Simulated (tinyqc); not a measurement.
Inside a calculation. Method: geometry optimisation on the RHF/sto-6g surface (energies and gradients from PySCF), for H4, spin multiplicity 1. Computed by tinyqc, a small Python program that keeps every step (integrals from PySCF). Settings: charge = 0, multiplicity = 1, basis = sto-6g, optimiser = bfgs, first Hessian = 0.3, largest step = 0.3, iteration cap = 30. Command: `OMP_NUM_THREADS=1 python tinyqc.py 24164 24165 out.jsonl` (the two numbers bound the seeds that draw the settings). One thread of a shared host (Intel(R) Xeon(R) Processor @ 2.60GHz), about 1 s of CPU time with the checks.

## Step 1: energy and gradient

positions at the start (bohr), order 1H, 2H, 3H, 4H:
```
[[0.009449, -0.064251, -0.005669],
 [0.028346, -0.060471, 1.576032],
 [0.013228, 1.846262, 0.003779],
 [0.043464, 1.885947, 1.540127]]
```

Self-consistent energy and analytic gradient at these positions.

energy = -1.90972287 hartree

gradient (hartree/bohr), order 1H, 2H, 3H, 4H:
```
[[-0.00062918, 0.25466951, -0.14045925],
 [0.00311744, 0.25271969, 0.13772741],
 [-0.00359205, -0.25747439, -0.12923663],
 [0.00110379, -0.24991482, 0.13196848]]
```

## Step 1: move

Quasi-Newton step p = -H^(-1) g (first H = 0.3 times the unit matrix); steps longer than 0.3 bohr are cut back (factor 0.157 here).

positions after step 1 (bohr), order 1H, 2H, 3H, 4H:
```
[[0.009777, -0.197184, 0.067648],
 [0.026719, -0.192387, 1.504140],
 [0.015103, 1.980660, 0.071239],
 [0.042888, 2.016398, 1.471241]]
```

## Step 2: energy and gradient

As before.

energy = -2.04862858 hartree

gradient (hartree/bohr), order 1H, 2H, 3H, 4H:
```
[[-0.00027872, 0.16290728, -0.08436259],
 [0.00186759, 0.16223434, 0.08220067],
 [-0.00207548, -0.16495293, -0.06817253],
 [0.00048661, -0.16018869, 0.07033445]]
```

## Step 2: move

inverse Hessian in use (bohr^2/hartree):
```
[[3.333327, 0.001645, -0.001000, 0.000022, 0.001622, 0.000989, -0.000027, -0.001659, -0.001080, 0.000011, -0.001609, 0.001090],
 [0.001645, 3.010386, 0.215664, -0.004819, -0.316544, -0.215036, 0.006076, 0.324784, 0.263100, -0.002902, 0.314708, -0.263729],
 [-0.001000, 0.215664, 3.193678, 0.003118, 0.211845, 0.138906, -0.003881, -0.217090, -0.164163, 0.001763, -0.210419, 0.164912],
 [0.000022, -0.004819, 0.003118, 3.333264, -0.004734, -0.003101, 0.000087, 0.004851, 0.003660, -0.000039, 0.004702, -0.003677],
 [0.001622, -0.316544, 0.211845, -0.004734, 3.023113, -0.211264, 0.005974, 0.318323, 0.259091, -0.002862, 0.308442, -0.259673],
 [0.000989, -0.215036, 0.138906, -0.003101, -0.211264, 3.195201, 0.003856, 0.216474, 0.162780, -0.001744, 0.209826, -0.163553],
 [-0.000027, 0.006076, -0.003881, 0.000087, 0.005974, 0.003856, 3.333226, -0.006119, -0.004483, 0.000048, -0.005932, 0.004508],
 [-0.001659, 0.324784, -0.217090, 0.004851, 0.318323, 0.216474, -0.006119, 3.006712, -0.265125, 0.002926, -0.316486, 0.265742],
 [-0.001080, 0.263100, -0.164163, 0.003660, 0.259091, 0.162780, -0.004483, -0.265125, 3.149470, 0.001902, -0.257067, 0.185246],
 [0.000011, -0.002902, 0.001763, -0.000039, -0.002862, -0.001744, 0.000048, 0.002926, 0.001902, 3.333314, 0.002838, -0.001921],
 [-0.001609, 0.314708, -0.210419, 0.004702, 0.308442, 0.209826, -0.005932, -0.316486, -0.257067, 0.002838, 3.026669, 0.257660],
 [0.001090, -0.263729, 0.164912, -0.003677, -0.259673, -0.163553, 0.004508, 0.265742, 0.185246, -0.001921, 0.257660, 3.146728]]
```

Quasi-Newton step p = -H^(-1) g (the inverse Hessian comes from BFGS updates; coordinates in the order x, y, z of each atom); steps longer than 0.3 bohr are cut back (factor 0.551 here).

positions after step 2 (bohr), order 1H, 2H, 3H, 4H:
```
[[0.009530, -0.341850, 0.120618],
 [0.025567, -0.338752, 1.454748],
 [0.016057, 2.128148, 0.073786],
 [0.043333, 2.159941, 1.465117]]
```

## Convergence

Stop when the largest gradient component is below 3e-5 hartree/bohr. The inverse Hessian follows the BFGS update with s = step, y = change of gradient.

Course of the optimisation:
```
step  E (hartree)  largest gradient (hartree/bohr)
1     -1.90972287                         2.57e-01
2     -2.04862858                         1.65e-01
3     -2.13004317                         1.02e-01
4     -2.17236227                         6.91e-02
5     -2.20456143                         4.09e-02
6     -2.22332022                         2.99e-02
7     -2.23521802                         1.52e-02
8     -2.24227536                         9.06e-03
9     -2.24649062                         5.36e-03
10    -2.24897361                         3.16e-03
11    -2.25042976                         1.85e-03
12    -2.25127866                         1.07e-03
13    -2.25177010                         6.19e-04
14    -2.25205273                         3.55e-04
15    -2.25221439                         2.03e-04
16    -2.25230650                         1.16e-04
17    -2.25235888                         6.65e-05
18    -2.25238870                         3.84e-05
19    -2.25240575                         2.24e-05
```

Final distances (angstrom):
```
pair   distance
2H-1H  0.710509
3H-1H  3.824213
3H-2H  3.905817
4H-1H  3.881573
4H-2H  3.832471
4H-3H  0.710509
```

Converged in 19 steps.
